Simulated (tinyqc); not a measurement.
Changing the facet energy of shape 2 over gamma: strain-driven roughening and islands of a mismatched epitaxial film. Computed by tinyqc, a small Python program. Command: `OMP_NUM_THREADS=1 python tinyqc.py 3014886 3014887 out.jsonl island sweep`. One thread of a shared host (Intel(R) Xeon(R) Processor @ 2.30GHz), about 0.01 s of CPU time with the checks.

Film and substrate share isotropic elastic constants; the film is coherent and biaxially strained.

Inputs (values chosen for the exercise, for a model film):
```
quantity                                     value     unit
misfit |f|                                  0.0412        -
shear modulus G                               64.4      GPa
Poisson ratio nu                              0.24        -
surface energy gamma                         0.712    J/m^2
contact angle of the shallow shape theta_1    8.84  degrees
contact angle of the steep shape theta_2      28.1  degrees
facet energy of shape 1 over gamma           1.002        -
island volume V                                120     nm^3
```

Constants: e = 1.602176634e-19 C.

Method:
- M = 2 G (1 + nu)/(1 - nu); stress = M f; energy density w = M f^2.
- Shallow faceted island (Tersoff form): E = 4 Gam V^(2/3) tan^(1/3)(theta) - 6 c V tan(theta), Gam = gamma [x/sin(theta) - 1/tan(theta)], x the facet energy over gamma, c = stress^2 (1 - nu)/(2 pi G).
- The barrier is the maximum of E, at V_c = [4 Gam/(9 c)]^3 / tan^2(theta) (1 GPa nm = 1 J/m^2).
- The two energies cross at V_x^(1/3) = 4 [Gam_2 t2^(1/3) - Gam_1 t1^(1/3)]/(6 c (t2 - t1)), t = tan(theta); mu = dE/dV.

One run for each value:
```
facet energy of shape 2 over gamma  Gam of shape 2 (J/m^2)  barrier, shape 2 (eV)  crossing volume V_x (nm^3)
0.960                                              0.11772                  0.253                       0.443
0.987                                              0.15853                  0.619                       1.629
1.010                                              0.19330                  1.122                       3.578
1.040                                              0.23865                  2.111                       7.878
1.070                                              0.28400                  3.557                      14.709
1.100                                              0.32935                  5.548                      24.654
1.120                                              0.35958                  7.220                      33.304
1.150                                              0.40493                 10.311                      49.742
```

Over the rows, Gam of shape 2 (J/m^2) rises from 0.118 to 0.405 (exponent d ln y / d ln x 11 between the first rows and 4.5 between the last); barrier, shape 2 (eV) rises from 0.253 to 10.3 (exponent d ln y / d ln x 32 between the first rows and 13 between the last); crossing volume V_x (nm^3) rises from 0.443 to 49.7 (exponent d ln y / d ln x 47 between the first rows and 15 between the last).

Caution (all rows): a critical volume below 1 nm^3 holds fewer than a hundred atoms, so a continuum barrier there has no physical meaning. Caution (rows 0.960, 0.987, 1.01): a crossing volume under 5 nm^3 is too small for these continuum energies. Caution (all rows): the shallow-slope form overstates the relaxation of facets steeper than about 25 degrees.

Extremes, crossings and ranges named in words are read from the listed rows.
